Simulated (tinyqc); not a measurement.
Implanted layer, carriers, mobility and sheet resistance with incomplete ionisation: two steps of the calculation.

An n-type layer from the surface x = 0 to the junction xj, N(x) = N0 exp(-(x - Rp)^2/(2 sg^2)). Local neutrality (no depletion at surface or junction, no spilling of carriers), intrinsic carriers neglected, Boltzmann statistics.

Values chosen for this exercise; values close to those of phosphorus in silicon over a p-type background: temperature T = 400 K; background doping of the opposite type Nb = 7.5e14 cm^-3; peak chemical concentration N0 = 5.2e17 cm^-3; mobility limit at high doping m1 = 66.7 cm^2/(V s); mobility limit at low doping, at 300 K m2 = 1400 cm^2/(V s); reference doping of the mobility law Nr = 9.1e16 cm^-3; exponent of the mobility law am = 0.716; temperature exponent of m2 bt = 2.5; solubility limit of active dopant Ns = 3.89e20 cm^-3; conduction-band density of states at T NB = 4.33e19 cm^-3; ionisation energy in the dilute limit Ei = 0.0463 eV; degeneracy factor of the level gd = 2; lowering of Ei per N^(1/3) ks = 5.3e-9 eV cm; straggle after annealing sg = 25 nm; projected range Rp = 44 nm.

Constants: q = 1.602176634e-19 C, kB = 1.380649e-23 J/K, Vt = kB T/q. Results are converted to the units shown.

Problem 1. Junction depth and local values. xj = Rp + sg sqrt(2 ln(N0/Nb)); 11 equal steps from 0 to xj. Active dopant A = min(N, Ns); n solves n (n + Nb)/(A - Nb - n) = K, K = (NB/gd) exp(-E/Vt), E = max(Ei - ks A^(1/3), 0), so n = 2 K (A - Nb)/[Nb + K + sqrt((Nb + K)^2 + 4 K (A - Nb))]; mobility mu = m1 + (m2 (T/300 K)^(-bt) - m1)/(1 + ((A + Nb)/Nr)^am).

Wanted: xj; x; N; A; n; mu.

Solution 1.

xj = 134.4 nm

```
point,x (nm),N (cm^-3),A (cm^-3),n (1e17 cm^-3),mu (cm^2/(V s))
0,0.0,1.105e17,1.105e17,1.078,352.3
1,12.2,2.318e17,2.318e17,2.230,274.7
2,24.4,3.829e17,3.829e17,3.614,228.5
3,36.7,4.981e17,4.981e17,4.636,207.1
4,48.9,5.102e17,5.102e17,4.742,205.3
5,61.1,4.115e17,4.115e17,3.871,222.5
6,73.3,2.614e17,2.614e17,2.505,263.1
7,85.5,1.307e17,1.307e17,1.273,334.1
8,97.8,5.149e16,5.149e16,0.503,434.7
9,110.0,1.597e16,1.597e16,0.152,541.0
10,122.2,3.900e15,3.900e15,0.031,616.6
11,134.4,7.500e14,7.500e14,0.000,651.1
```

At the point of highest doping 93.1 % of the net active dopant gives free carriers. The mobility runs from 205 to 651 cm^2/(V s).

Problem 2. Sheet quantities by the trapezoid rule. Dose = integral of N, carrier sheet density = integral of n, 1/Rs = q integral of n mu, mean mobility 1/(q Rs sheet density), Hall mobility (unit Hall factor) = integral of n mu^2 over integral of n mu, Hall sheet density = (integral of n mu)^2/integral of n mu^2; all from 0 to xj.

```
point,x (nm),N (cm^-3),n (1e17 cm^-3),mu (cm^2/(V s))
0,0.00000,1.1050147e17,1.0782697,352.25521
1,12.22056,2.3180176e17,2.2301636,274.72896
2,24.44112,3.8290577e17,3.6143669,228.54541
3,36.66168,4.9807368e17,4.6359882,207.14343
4,48.88224,5.1017807e17,4.7418172,205.29145
5,61.10280,4.1150630e17,3.8706271,222.48050
6,73.32335,2.6137117e17,2.5052404,263.09687
7,85.54391,1.3072703e17,1.2730850,334.05262
8,97.76447,5.1487239e16,0.5030795,434.68887
9,109.98503,1.5968360e16,0.1517721,541.00440
10,122.20559,3.8998467e15,0.0314773,616.60652
11,134.42615,7.5e14,0.0000000,651.08448
```

Give: dose; carrier sheet density; Rs; mean mobility; Hall mobility; Hall sheet density.

Solution 2.

dose = 3.1206e12 cm^-2
carrier sheet density = 2.9448e12 cm^-2
Rs = 8763.3 ohm/square
mean mobility = 241.86 cm^2/(V s)
Hall mobility = 254.16 cm^2/(V s)
Hall sheet density = 2.8023e12 cm^-2

Carriers make up 94.4 % of the dose. A Hall measurement weights the mobile tail, so its sheet density is 4.8 % below the true one.

tinyqc, about 0.01 s, one thread, Intel Xeon 2.30GHz (shared host): `OMP_NUM_THREADS=1 python tinyqc.py 2110063 2110064 out.jsonl`
